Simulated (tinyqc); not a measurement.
Strength of the heavy-light coupling: shallow acceptor in the spherical four-band model.

The ground state 1S3/2 has an L = 0 part f(r) and an L = 2 part g(r). In units of Ry* and a*, with Gaussians f_i = exp(-a_i r^2), g_i = r^2 exp(-a_i r^2), A = a_i + a_j and I(n) = Gamma((n + 1)/2)/(2 A^((n + 1)/2)): S_ff = I(2), S_gg = I(6), H_ff = (6 a_i a_j/A) I(2) - 2 I(1), H_gg = (14 a_i a_j/A) I(6) - 2 I(5), H_fg = -mu [15 I(2) - 20 a_j I(4) + 4 a_j^2 I(6)]; each function is then normalised. The split-off band is left out.

Converged values use 22 exponents 2.2^i, i = -7 to 14, for f and for g.

Parameters, chosen for this exercise (out of a larger set: near those of a shallow acceptor in AlAs; not measured data): mus = (0.09, 0.38, 0.53, 0.6, 0.76, 0.83, 0.9) (couplings).

Ry* = 37.5774 meV

Converged values in Ry* and a*; the heavy-mass hydrogen model gives 1/(1 - mu).

Results:
```
mu    binding (Ry*)  1/(1 - mu)  ratio  L = 2 weight  <r> (a*)  binding (meV)
0.09          1.007       1.099  0.917         0.003     1.491           37.9
0.38          1.151       1.613  0.714         0.062     1.331           43.3
0.53          1.350       2.128  0.634         0.124     1.160           50.7
0.60          1.503       2.500  0.601         0.161     1.056           56.5
0.83          2.966       5.882  0.504         0.324     0.568          111.4
0.90          4.768      10.000  0.477         0.388     0.363          179.2
```

Give the missing row, mu = 0.76.

Computed row:
```
mu    binding (Ry*)  1/(1 - mu)  ratio  L = 2 weight  <r> (a*)  binding (meV)
0.76          2.217       4.167  0.532         0.267     0.744           83.3
```

The binding starts as 1 + O(mu^2), 1.007 at mu = 0.09, since the coupling enters in second order, and reaches 4.77 at mu = 0.90. The ratio to the heavy-mass model falls from 0.92 to 0.48, towards about 0.44 as mu goes to 1: the bound hole is only partly heavy. The L = 2 weight grows to 0.39 and the radius shrinks by a factor 4.1.

(tinyqc, `OMP_NUM_THREADS=1 python tinyqc.py 1251256 1251257 out.jsonl`, Intel(R) Xeon(R) Processor @ 2.30GHz, 1 thread, shared host, about 0.04 s.)
